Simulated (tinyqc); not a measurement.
From one set of inputs to another, one input at a time: velocity overshoot from momentum and energy balance equations after a field step. Computed by tinyqc, a small Python program. Command: `OMP_NUM_THREADS=1 python tinyqc.py 3018838 3018839 out.jsonl overshoot ladder`. One thread of a shared host (Intel(R) Xeon(R) Processor @ 2.30GHz), about 0.06 s of CPU time with the checks.

At t = 0 the field jumps from 0 to F in a uniform sample. v is the drift velocity and u = w - (3/2) k_B T the excess energy per carrier.

The inputs printed are set A. Set A is modelled on electrons in germanium except for tau_E; the values taken over come from a set modelled on holes in silicon except for tau_E. Inputs not listed in the table keep their values of set A, so the rows need not describe a real material.

Inputs (values chosen for the exercise, modelled on electrons in germanium except for tau_E):
```
quantity                      value        unit
effective mass m               0.12         m_0
low-field mobility mu_0        4000  cm^2/(V s)
saturation velocity v_s         0.6    1e7 cm/s
energy relaxation time tau_E   0.82          ps
field after the step F          3.5       kV/cm
lattice temperature T           300           K
time step dt                    8.7          fs
```

Scheme: explicit Euler.

Constants: m_0 = 9.1093837015e-31 kg; e = 1.602176634e-19 C; k_B = 8.617333262e-05 eV/K.

Method:
- dv/dt = e F/m - v/tau_m(u), du/dt = e F v - u/tau_E, tau_m(u) = tau_0/(1 + c u), tau_0 = m mu_0/e, c = mu_0/(e tau_E v_s^2); this choice gives the steady state v (1 + mu_0 F v/v_s^2) = mu_0 F, which saturates at v_s. Steady velocity v = 2 mu_0 F/(1 + sqrt(1 + 4 (mu_0 F/v_s)^2)); u = e F v tau_E; carrier temperature T + 2u/(3 k_B), neglecting the drift energy m v^2/2.
- Step: v_new = v + dt (e F/m - v/tau_m(u)), u_new = u + dt (e F v - u/tau_E). Start v = u = 0; the distance adds dt (v + v_new)/2.
- Run to 8 times the larger of tau_E and tau_0, but at most 20001 steps, and stop early if |v| > 1000 v_s or u < -1/(2c); the run is accepted if the last v is within 0.5 % of the steady value.

Each row keeps all changes above it:
```
input moved                           from    to  peak velocity (1e7 cm/s)  peak over steady velocity  steady carrier temperature (K)
set A                                    -     -                     0.805                      1.660                             408
saturation velocity v_s (1e7 cm/s)     0.6  0.91                     0.941                      1.424                             447
low-field mobility mu_0 (cm^2/(V s))  4000   480                     0.167                      1.027                             336
effective mass m (m_0)                0.12  0.42                     0.165                      1.017                             336
field after the step F (kV/cm)         3.5    68                     1.896                      2.394                            3716
energy relaxation time tau_E (ps)     0.82  0.59                     1.785                      2.254                            2758
```

Peak velocity goes from 0.805 to 1.78, a factor 2.22 in all. The largest single move comes from field after the step F (a factor 11.5), and low-field mobility mu_0 works against it (a factor 0.177). Peak over steady velocity goes from 1.66 to 2.25, a factor 1.36 in all. The largest single move comes from field after the step F (a factor 2.35), and low-field mobility mu_0 works against it (a factor 0.721). Steady carrier temperature goes from 408 to 2760, a factor 6.76 in all. The largest single move comes from field after the step F (a factor 11.1), and energy relaxation time tau_E works against it (a factor 0.742). The single moves hold for this order of the switches; the total does not depend on the order.

Extremes, crossings and ranges named in words are read from the listed rows.
